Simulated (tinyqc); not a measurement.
## Depth and level of a trap from the time ratio

Question. For an oxide trap tc/te = exp(E/Vt) with E = E0 - dpsi - (xt/tox)(Vg - VT - dpsi), dpsi being the rise of the surface potential above its value at threshold. Find xt and E0, and the depth that would be read if dpsi were ignored.

Inputs (values chosen for the exercise):
```
symbol,value,unit,meaning
T,350,K,temperature
tox,3.6,nm,insulator thickness
```

Constants: q = 1.602176634e-19 C, kB = 1.380649e-23 J/K, Vt = kB T/q. Results are converted to the units shown.

Vg - VT (V): [0.25, 0.4]
tc/te: [1.9136032, 0.25687111]
dpsi (V): [0.070639137, 0.086490699]

Answer. E + dpsi is a straight line in the oxide voltage Vg - VT - dpsi with slope -xt/tox and intercept E0. Ignoring dpsi assigns the motion of the bands to the trap and overstates its depth.

xt = 1.20 nm
E0 = 0.150 eV
depth read without dpsi = 1.45 nm

Numbers from tinyqc (`OMP_NUM_THREADS=1 python tinyqc.py 2710004 2710005 out.jsonl`; about 0.01 s on one thread of a shared Intel Xeon 2.30GHz).
